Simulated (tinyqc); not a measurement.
Ways to converge the cycle: SCF convergence aids in the 3-21g basis, for H3+, spin multiplicity 1. Computed by the program tinyqc with PySCF. RHF with one setting changed at a time; a run stops when the energy changes by less than 1e-09 hartree and the error matrix is below 1e-5. The start is the core Hamiltonian. Damping d keeps d of the old density; a shift (hartree) raises the virtual levels; DIIS n extrapolates F over n matrices.

Geometry (angstrom):
```
atom       x       y       z
H     0.0000  0.0000  0.0000
H     0.0000  0.0000  1.4100
H     0.0000  1.3440  0.7050
```

lowest restricted solution found by these runs and by PySCF = -1.150865 hartree

Largest element of the error matrix X^T (FDS - SDF) X:
```
iteration    plain  damping 0.3  damping 0.6  shift 0.4   DIIS 3   DIIS 8
1          5.6e-02      5.6e-02      5.6e-02    5.6e-02  5.6e-02  5.6e-02
2          8.1e-03      2.3e-02      3.7e-02    1.9e-02  8.1e-03  8.1e-03
3          1.2e-03      9.1e-03      2.4e-02    6.8e-03  2.5e-04  2.5e-04
4          2.0e-04      3.7e-03      1.6e-02    2.5e-03  4.5e-06  4.5e-06
5          3.3e-05      1.5e-03      1.1e-02    9.6e-04  8.1e-07  5.4e-07
6          5.5e-06      6.0e-04      6.9e-03    4.2e-04        -        -
8                -      9.9e-05      3.0e-03    1.1e-04        -        -
10               -      1.6e-05      1.3e-03    2.6e-05        -        -
14               -      4.8e-07      2.5e-04          -        -        -
20               -            -      2.1e-05          -        -        -
30               -            -      3.3e-07          -        -        -
```

How each run ends:
```
run          iterations  E (hartree)         state
plain                 7     -1.15087  lowest found
damping 0.3          16     -1.15087  lowest found
damping 0.6          32     -1.15087  lowest found
shift 0.4            12     -1.15087  lowest found
DIIS 3                5     -1.15087  lowest found
DIIS 8                5     -1.15087  lowest found
```

What does the comparison show, and why?

6 of 6 runs reach the lowest restricted solution found, in 5 to 32 iterations (fastest: DIIS 3, DIIS 8). Plain steps already contract here, so damping only slows them. DIIS 3 and DIIS 8 gain by cancelling the error over several earlier matrices, much as a quasi-Newton step does.
